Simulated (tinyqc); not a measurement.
Which current rules in forward bias: trap-assisted generation and recombination current of an abrupt junction. Computed by tinyqc, a small Python program. Command: `OMP_NUM_THREADS=1 python tinyqc.py 3015104 3015105 out.jsonl junctionleak walk`. One thread of a shared host (Intel(R) Xeon(R) Processor @ 2.30GHz), about 0.01 s of CPU time with the checks.

Depletion approximation, flat quasi-Fermi levels across the depleted layer, long neutral regions with minority lifetimes tau_n and tau_p, full ionisation and Boltzmann statistics. Voltages in exponents stand for e V.

Inputs (values chosen for the exercise, with bands and screening modelled on GaSb):
```
quantity                              value    unit
gap E_g                               0.735      eV
electron mass m_e                    0.0387     m_0
valleys M_c                               1       -
hole mass m_h                         0.386     m_0
dielectric constant eps                  16       -
acceptor density N_A                6.9e+15   cm^-3
donor density N_D                   3.6e+18   cm^-3
capture time tau_n                  3.2e-08       s
capture time tau_p                  3.8e-09       s
trap level E_t - E_i                      0      eV
electron diffusion coefficient D_n       12  cm^2/s
hole diffusion coefficient D_p          4.3  cm^2/s
temperature T                           300       K
tunnelling mass m_t                   0.096     m_0
```

Field enhancement: Hurkx tunnelling factor.

Constants: k_B = 8.617333262e-05 eV/K; m_0 = 9.1093837015e-31 kg; k_B = 1.380649e-23 J/K; h = 6.62607015e-34 J s; e = 1.602176634e-19 C; eps_0 = 8.8541878128e-12 F/m; hbar = 1.054571817e-34 J s.

Method:
- N_c = 2 M_c (2 pi m_e k_B T/h^2)^(3/2) and N_v = 2 (2 pi m_h k_B T/h^2)^(3/2), masses in units of m_0.
- n_i = sqrt(N_c N_v) exp(-E_g/2 k_B T); V_bi = (k_B T/e) ln(N_A N_D/n_i^2); diffusion saturation current J_d0 = e n_i^2 [sqrt(D_n/tau_n)/N_A + sqrt(D_p/tau_p)/N_D].
- W = sqrt(2 eps eps_0 (V_bi - V)(1/N_A + 1/N_D)/e), x_p = W N_D/(N_A + N_D), x_n = W - x_p, peak field F_m = 2 (V_bi - V)/W; reverse bias means V = -V_r.
- Both capture times are divided by 1 + Gamma, Gamma = 2 sqrt(3 pi) (F/F_G) exp((F/F_G)^2), F_G = sqrt(24 m_t (k_B T)^3)/(e hbar) (the low-field Hurkx form), F being the local field, linear in x from 0 at the edges to F_m.
- Potential from the p edge: phi = (V_bi - V) x^2/(x_p W) on the p side and (V_bi - V)[1 - (W - x)^2/(x_n W)] on the n side; p = N_A exp(-phi/k_B T), n = n_i^2 exp(V/k_B T)/p; U = (n p - n_i^2)/[tau_p (n + n_i exp(dE/k_B T)) + tau_n (p + n_i exp(-dE/k_B T))], dE = E_t - E_i, n1 = n_i exp(dE/k_B T), p1 = n_i exp(-dE/k_B T); J_t = e int U dx by the trapezoid rule on 400 intervals on each side.
- J_d = J_d0 (exp(V/k_B T) - 1). Ideality n = (e/k_B T) dV/d ln J, central difference of 1 mV. The rows stop just below the bias where n = 0.1 p or tau_p n = 0.1 tau_n p at the p edge, or the like at the n edge.

k_B T = 0.0258520 eV

n_i = 7.18733e+11 cm^-3

J_d0 = 2.33053e-07 A/cm^2

Forward characteristic:
```
V (V)  J_t (A/cm^2)  J_d (A/cm^2)  ideality of J_t  ideality of the sum
0.08     1.2784e-04    4.9121e-06           1.5368               1.5029
0.13     4.0806e-04    3.5360e-05           1.7623               1.6599
0.18     1.1903e-03    2.4599e-04           1.8364               1.6059
0.22     2.7534e-03    1.1567e-03           1.8489               1.4776
0.27     7.8581e-03    8.0028e-03           1.8357               1.2912
0.32     2.2727e-02    5.5363e-02           1.8046               1.1491
0.36     5.3958e-02    2.6013e-01           1.7744               1.0811
0.41     1.6191e-01    1.7995e+00           1.7526               1.0368
```

What follows from these numbers?

Diffusion overtakes recombination between 0.22 and 0.27 V, and the ideality of the sum goes from 1.50 to 1.04, with a maximum of 1.66 at 0.13 V. The ideality of J_t alone lies between 1.54 and 1.85. Caution: one side is doped near or above its effective density of states, so Boltzmann statistics understate V_bi.

Extremes, crossings and ranges named in words are read from the listed rows.
